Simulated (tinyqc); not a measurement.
# Off-state leakage of single and stacked transistors: effects of single changes

n-channel devices of unit width. Subthreshold current I(Vg, Vs, Vd) = I0 (T/300 K)^0.5 exp[(Vg - Vs - VT(T) - gb (Vs - Vb) + dd (Vd - Vs))/(nf Vt)] (1 - exp(-(Vd - Vs)/Vt)), VT(T) = VT - cT (T - 300 K). Gate-edge tunnelling Ig (Vd/1 V) exp(ag (Vd - 1 V)), for a gate at 0 V, and band-to-band leakage Ab u exp(-Bb/u), u = Vd - Vb + 1 V, flow at a drain held at V; both are taken as independent of T. In a stack of off transistors (all gates at 0 V) the same subthreshold current passes through each.

Parameters, values chosen for the exercise; values of the order met in bulk silicon logic transistors: temperature T = 330 K; supply voltage V = 1.1 V; threshold at 300 K, zero drain and body bias VT = 0.34 V; fall of the threshold with temperature cT = 0.6 mV/K; current at threshold at 300 K I0 = 0.57 uA/um; slope factor nf = 1.22; drain-induced lowering per volt dd = 0.09; rise of the threshold per volt of source-body bias gb = 0.19; gate-edge tunnelling current at 1 V Ig = 0.0002 uA/um; exponential slope of the gate current ag = 3.2 1/V; prefactor of band-to-band leakage at the drain Ab = 1 uA/(um V); its exponential voltage Bb = 27 V; body voltage Vb = -0.3 V.

Constants: q = 1.602176634e-19 C, kB = 1.380649e-23 J/K, Vt = kB T/q. Results are converted to the units shown.

Each table varies one quantity; the others keep the values above.

## Subthreshold current against the height of the stack

All n gates at 0 V, bottom source at 0 V, top drain at V; node voltages follow from equal currents.

Subthreshold current against the height of the stack:
columns A: n; B: I (nA/um); C: reduction factor; D: drain voltage of the bottom device (mV); E: source voltage of the top device (mV); F: voltage across the top device (V)
```
A          B       C       D       E        F
1    0.18686  1.0000  1100.0       0   1.1000
2   0.012095  15.449  74.199  74.199   1.0258
3  0.0058910  31.719  20.771  93.697   1.0063
4  0.0038717  48.263  12.176  105.07  0.99493
5  0.0028783  64.918  8.6144  113.11  0.98689
6  0.0022889  81.635  6.6631  119.32  0.98068
```

What does the comparison show?

The second transistor cuts the current by a factor of 15.4, the third by a further 2.05 and the sixth by 1.26. The top device keeps 89.2 % of the supply at n = 6, while the drain voltage of the bottom one falls to 0.234 Vt.

## Leakage components against the body voltage

Same model as above.

One transistor with Vg = Vs = 0, Vd = V; stack factor I(one)/I(two in series).

The same in every row: gate edge (nA/um) = 0.30297; stack factor = 15.449.

Leakage components against the body voltage:
```
Vb (V)  subthreshold (nA/um)  band-to-band (nA/um)  total (nA/um)  largest part
0.2                   2.8889             0.0012800         3.1931  subthreshold
0                    0.96614             0.0054756         1.2746  subthreshold
-0.2                 0.32311              0.018344        0.64442  subthreshold
-0.4                 0.10806              0.050999        0.46203     gate edge
-0.6                0.036139               0.12258        0.46169     gate edge
-0.8                0.012086               0.26240        0.57746     gate edge
-1                 0.0040421               0.51144        0.81845  band-to-band
-1.2               0.0013518               0.92299         1.2273  band-to-band
-1.4               4.5210e-4                1.5624         1.8658  band-to-band
```

What does the table show?

As Vb goes from 0.2 to -1.4, the total leakage goes from 3.19 through a minimum of 0.462 (at Vb = -0.6 among the rows listed) to 1.87 nA/um. The subthreshold part leads at Vb = 0.2, the gate edge part from -0.4, the band-to-band part from -1 on. The exact minimum lies at Vb = -0.497 V: reverse body bias lowers the subthreshold part by a decade every nf Vt ln 10/gb = 0.420 V but raises the band-to-band part. The reduction by a stack of two stays at 15.4, for the subthreshold part alone. For Vb = 0.2 the body is forward biased; the junction current, left out, is still small at this voltage.

tinyqc, about 0.03 s, one thread, Intel Xeon 2.30GHz (shared host): `OMP_NUM_THREADS=1 python tinyqc.py 2242153 2242154 out.jsonl`
